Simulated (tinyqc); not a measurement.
What moves the results: valley splitting of a silicon quantum well in envelope theory. A value that a table varies takes the place of the one given here.

The well lies at 0 < z < L; U(z) = V0 [1/(1 + exp(z/w)) + 1/(1 + exp((L - z)/w))] - e F z, 1 mV/nm = 1e-4 eV/angstrom. The envelope psi solves -(c/ml) psi'' + U psi = E psi, c = hbar^2/2m0, by three-point differences on a grid of 0.1 angstrom from -40 to L + 40 angstrom. The two valleys at +/- k0 couple through D = C0 times the integral of exp(-i q z) U(z) psi^2, q = 2 k0 (2 pi/a), and split by Ev = 2|D|.

Random alloy: with Y(z) = Yw + (Yb - Yw) B(z), B the bracket in U, and in-plane density exp(-r^2/ad^2)/(pi ad^2), D gains a random complex part of variance sigma^2 = (C0^2/pi)(a^2 V0/(8 ad (Yb - Yw)))^2 (4/a) times the integral of psi^4 Y (1 - Y). Alone it gives a mean splitting sqrt(pi) sigma; together with the smooth part the rms splitting is 2 sqrt(|D|^2 + sigma^2).

Constants: hbar^2/2m0 = 3.80998211 eV angstrom^2.

Inputs chosen for the exercise (near those of a strained Si well in SiGe; shifted at random, so the results belong to these values and not to a real crystal):
```
symbol  value                                           unit      meaning
L       80                                              angstrom  well width
V0      0.16                                            eV        conduction offset
ml      0.924                                           m0        mass along z
F       13.3                                            mV/nm     field pressing towards the upper interface
k0      0.832                                           2 pi/a    valley position
a       5.431                                           angstrom  lattice constant
C0      0.261                                                     Bloch overlap factor
Yb      0.25                                                      Ge share of the barrier
Yw      0                                                         Ge share of the well
ad      110                                             angstrom  dot radius
ws      (0.2, 0.5, 0.8, 1.4, 2, 3.2, 4.7)               angstrom  interface widths
Ls      (80, 81.4, 82.7, 84.1, 85.4, 86.8, 88.1, 89.5)  angstrom  widths in steps of one atomic layer, a/4, rounded to the grid
F2      1                                               mV/nm     second field, zero or weak
w1      0.7                                             angstrom  interface width for this table
w       0.5                                             angstrom  interface width parameter
```

## Sharpness of the interface

The smooth part 2|D| and the disorder part against w, beside y/sinh(y) with y = pi q w. The 12 to 88 % width of the step is 4w.

Results:
```
w (angstrom)  4w (angstrom)  2|D| (micro-eV)  y/sinh(y)  sqrt(pi) sigma (micro-eV)
0.2                     0.8           286.45       0.79                       21.8
0.5                     2.0           108.18       0.29                       23.7
0.8                     3.2            28.80      0.077                       26.3
1.4                     5.6             1.44     0.0036                       32.9
2.0                     8.0             0.06    0.00014                       40.3
3.2                    12.8             0.00    1.5e-07                       54.5
4.7                    18.8             0.00    2.6e-11                       69.9
```

What does this show?

The smooth part needs a Fourier component of U psi^2 at a wavelength of 3.26 angstrom; from the first row to the third it falls by a factor 9.95, while y/sinh(y) falls by 10.3 (the envelope near the step and the phase between the two interfaces change too). The disorder part goes from 21.8 to 69.9 micro-eV, growing as the electron overlaps more alloy. It takes over between w = 0.8 and 1.4 angstrom, that is a step 3.2 to 5.6 angstrom wide, with 1.36 angstrom to an atomic layer.

## Adding atomic layers

The smooth splitting Ev = 2|D| with w = w1, at the field F2 and at F.

Results:
```
L (angstrom)  q L mod 2 pi  Ev at F2 (micro-eV)  Ev at F (micro-eV)
80.0                  3.21                 6.11                45.7
81.4                  5.91                 6.76                45.8
82.7                  2.13                 3.68                45.8
84.1                  4.82                 7.13                45.8
85.4                  1.04                 3.80                45.8
86.8                  3.74                 5.97                45.8
88.1                  6.24                 5.31                45.8
89.5                  2.65                 4.17                45.8
```

How do the results move?

At F2 the splitting swings between 3.68 and 7.13 micro-eV, a ratio of 1.93, as the two interfaces add with the phase q L, which advances on average by 2.61 rad a layer. At F the ratio is 1.00, where in the first row psi^2 at the upper interface is 1.76e+04 times that at the lower one: one interface dominates and the interference fades.

## What each parameter does

Orbital spacing, psi^2 at z = L, the smooth splitting and sigma; V0 is held fixed when Yw changes. Each row changes one parameter from the base and keeps the others.

Results:
```
case               E2 - E1 (meV)  psi^2(L) (1e-3/angstrom)  2|D| (micro-eV)  sigma (micro-eV)
base                       33.60                     8.100           108.18              13.4
ad = 150 angstrom          33.60                     8.100           108.18               9.8
Yw = 0.03                  33.60                     8.100           108.18              89.1
L = 86 angstrom            33.55                     8.100           108.29              13.4
V0 = 0.2 eV                33.77                     6.421           107.98              12.7
w = 0.65 angstrom          33.58                     7.976            57.26              14.1
F = 19.95 mV/nm            43.45                    12.201           163.93              20.6
k0 = 0.812 2 pi/a          33.60                     8.100           116.39              13.4
C0 = 0.313                 33.60                     8.100           129.73              16.0
```

How do the results move?

The largest shifts from the base row, up to three for each result and ties (the steps differ in size, so this ranks the rows, not the parameters). E2 - E1 (meV): F +9.85, V0 +0.16, L -0.05; unchanged at the printed digits by ad, Yw, k0 and C0. psi^2(L) (1e-3/angstrom): F +4.101, V0 -1.680, w -0.124; unchanged at the printed digits by ad, Yw, L, k0 and C0. 2|D| (micro-eV): F +55.75, w -50.92, C0 +21.55; unchanged at the printed digits by ad and Yw. sigma (micro-eV): Yw +75.8, F +7.2, ad -3.6; unchanged at the printed digits by L and k0.

Program tinyqc; command `OMP_NUM_THREADS=1 python tinyqc.py 1280647 1280648 out.jsonl`; about 0.2 s on one thread of a shared Intel(R) Xeon(R) Processor @ 2.30GHz.
